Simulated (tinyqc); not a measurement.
Inside a calculation: standing waves and exposure in a photoresist film. Values are carried at full precision from step to step, so a last printed digit may differ when a step is redone from the rounded ones.

Normal incidence from air. Unexposed resist: N1 = n1 + i k1 with k1 = (A + B) lam/(4 pi), lam in micrometres. r01 = (1 - N1)/(1 + N1), t01 = 2/(1 + N1). Substrate Ns = ns + i ks: r12 = (N1 - Ns)/(N1 + Ns). With p = exp(2 pi i N1 d/lam), the field at depth z is E(z) = t01 [exp(2 pi i N1 z/lam) + r12 p^2 exp(-2 pi i N1 z/lam)]/(1 + r01 r12 p^2), the relative intensity I(z) = n1 |E(z)|^2 and the reflectance R = |(r01 + r12 p^2)/(1 + r01 r12 p^2)|^2.

Inputs chosen for the exercise (a resist on Al, indices near tabulated ones; the results hold for these values, not for the real material): lam = 193 nm (vacuum wavelength); n1 = 1.693 (resist index); A = 0.01 1/micrometre (bleachable absorption (Dill A)); B = 0.64 1/micrometre (fixed absorption (Dill B)); d = 161 nm (resist thickness); ns = 0.108 (substrate n); ks = 2.185 (substrate k); C = 0.037 cm^2/mJ (exposure rate (Dill C)); D = 60 mJ/cm^2 (incident dose); Ld = 10 nm (diffusion length of the post-exposure bake).

## Interface coefficients

Form N1, r01, t01 and r12.

N1 = 1.69300+0.00998i
r01 = -0.2573-0.0028i
t01 = 0.7427-0.0028i
r12 = -0.2381-0.9175i
|r12|^2 = 0.8985

Next to the bottom the intensity swings by a factor ((1 + |r12|)/(1 - |r12|))^2 = 1.4e+03 between antinode and node.

## Round trip and reflectance

Form p^2, the denominator and R; the period of the standing wave is lam/(2 n1).

p^2 = 0.4068-0.8035i
1 + r01 r12 p^2 = 1.2141+0.0491i
R = 0.8298
period = 57.00 nm

The film holds 2.82 periods.

## Intensity and exposure over the lowest period

Nine depths from d - period to d. Without bleaching during the exposure the share of unexposed compound is m = exp(-C D I).

Profile:
```
z (nm)      I      m
104.0   0.813  0.165
111.1   0.153  0.712
118.3   0.038  0.919
125.4   0.536  0.304
132.5   1.354  0.050
139.6   2.013  0.011
146.8   2.127  0.009
153.9   1.629  0.027
161.0   0.810  0.166
```

I runs from 0.038 to 2.127 on these points, so m runs from 0.009 to 0.919; the least exposed point listed lies 42.7 nm above the bottom.

## Smoothing by the bake

Gaussian diffusion of length Ld multiplies a cosine of period L by exp(-2 pi^2 Ld^2/L^2). Give that factor, and the Ld that leaves 10 %.

factor = 0.545
Ld for 10 % = 19.47 nm

## Checks

- R against the transfer-matrix product: both 0.82984.
- Absorption (A + B) d times the mean of I against 1 - R - T: both 0.118.

Program tinyqc; command `OMP_NUM_THREADS=1 python tinyqc.py 1650430 1650431 out.jsonl`; about 0.01 s on one thread of a shared Intel(R) Xeon(R) Processor @ 2.30GHz.
